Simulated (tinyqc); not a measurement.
Finnis-Sinclair potential for a bcc metal: fit to cohesion and elasticity, then vacancy, surfaces and structure: one step, computed by the program tinyqc.

E = (1/2) sum V(r) - A sqrt(rho), rho = sum phi(r), phi = (r - d)^2 for r < d, V = (r - c)^2 (c0 + c1 r + c2 r^2) for r < c. In bcc the 8 first neighbours lie at sqrt(3) a/2 and the 6 second at a; both cut-offs lie below the third shell; Omega = a^3/2; E is per atom and z the number of atoms in a shell. The four constants A, c0, c1, c2 are fitted to E_c, zero pressure, B and C12 - C44 alone, so C44 and C11 - C12 are not matched singly; defects are unrelaxed.

Question. Three linear equations for c0, c1, c2. With v_k = (r - c)^2 r^k the rows are (1/2) sum z v_k, (1/2) sum z r v_k' and (1/2) sum z r^2 v_k''. With rho1 = sum z r phi' and rho2 = sum z r^2 phi'' the right-hand sides are: -E_c + A sqrt(rho) (cohesion); A rho1/(2 sqrt(rho)) (zero pressure); 9 B Omega + A [rho2/(2 sqrt(rho)) - rho1^2/(4 rho^(3/2))] with B = (C11 + 2 C12)/3.

Inputs (values chosen for the exercise, modelled on molybdenum):
```
quantity,value,unit
lattice constant a,3.147,angstrom
cohesive energy E_c,6.73,eV
target C11,475,GPa
target C12,157,GPa
pair cut-off c/a,1.024,-
```

rho = 21.54244 angstrom^2

A = 1.812336 eV/angstrom

rho1 = -98.27951 angstrom^2

rho2 = 237.6866 angstrom^2

Constants: 1 eV/angstrom^3 = 160.2176634 GPa.

Give: matrix; right-hand side.

Answer.

matrix:
```
,c0,c1,c2
cohesion,1.0,2.7,7.5
pressure,-12.3,-31.3,-79.6
bulk modulus,118.8,280.9,666.3
```

right-hand side (eV): [1.7, -19.2, 232.9]
